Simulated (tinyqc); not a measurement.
Slope factor and drain-induced lowering from three currents.

Problem. With source and body at 0 V, I = A exp((Vg + dd Vd)/(nf Vt)) (1 - exp(-Vd/Vt)). Find nf, the swing nf Vt ln 10 and dd.

Values chosen for this exercise: temperature T = 358 K.

Constants: q = 1.602176634e-19 C, kB = 1.380649e-23 J/K, Vt = kB T/q. Results are converted to the units shown.

currents at (Vg, Vd) = (0, 0.05), (0, 1.1) and (0.07, 1.1) V (nA/um): 0.14089110  1.0676791  5.9563438

Solution. The pair at equal Vd gives nf; the pair at equal Vg, after dividing out the factors 1 - exp(-Vd/Vt), gives dd.

nf = 1.32
swing = 93.8 mV/decade
dd = 0.0700

Computed by the program tinyqc: `OMP_NUM_THREADS=1 python tinyqc.py 2242084 2242085 out.jsonl`, one thread of a shared Intel Xeon 2.30GHz, about 0.03 s for the whole run.
